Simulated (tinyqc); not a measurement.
Raising U: Hubbard chain of 3 sites, mean field against exact. Computed by the program tinyqc. Collinear unrestricted mean field (the lowest of 40 random starts) against exact diagonalisation.

one-body matrix (hopping and site energies) (eV):
```
         1        2        3
1   0.0000  -1.5400   0.0000
2  -1.5400   0.0000  -1.5400
3   0.0000  -1.5400   0.0000
```

electrons, up and down: 2  1

Exact and mean-field results (eV):
```
U            U/t    E exact  E mean field  mean |n_up - n_down|  double occupancy, exact  first gap in the sector
0.7700    0.5000  -3.897349     -3.879428                0.3672                   0.1884                   2.0707
1.5400    1.0000  -3.485856     -3.416320                0.4127                   0.1678                   1.9459
3.0800    2.0000  -2.802938     -2.566667                0.5556                   0.1286                   1.6756
6.1600    4.0000  -1.903545     -1.485657                0.8375                   0.0715                   1.2113
9.2400    6.0000  -1.396369     -1.011597                0.9262                   0.0416                   0.9088
12.3200   8.0000  -1.089876     -0.763794                0.9584                   0.0263                   0.7162
18.4800  12.0000  -0.749599     -0.511526                0.9815                   0.0128                   0.4964
30.8000  20.0000  -0.457459     -0.307613                0.9933                   0.0049                   0.3042
```

Estimate the missing row, U = 4.62.

Computed row:
```
U          U/t    E exact  E mean field  mean |n_up - n_down|  double occupancy, exact  first gap in the sector
4.6200  3.0000  -2.287438     -1.913930                0.7289                   0.0960                   1.4226
```

In absolute terms mean field is worst at U/t = 4.0, 0.418 eV too high: at small U it is nearly exact, and at large U it misses only exchange-scale energies. Relative to the exact energy its error is 0.5 % at the smallest U, 33 % at most and 33 % at the largest. The double occupancy falls from 0.188 to 0.005; at the largest U the first gap is 0.99 times the exchange scale 4t^2/U.
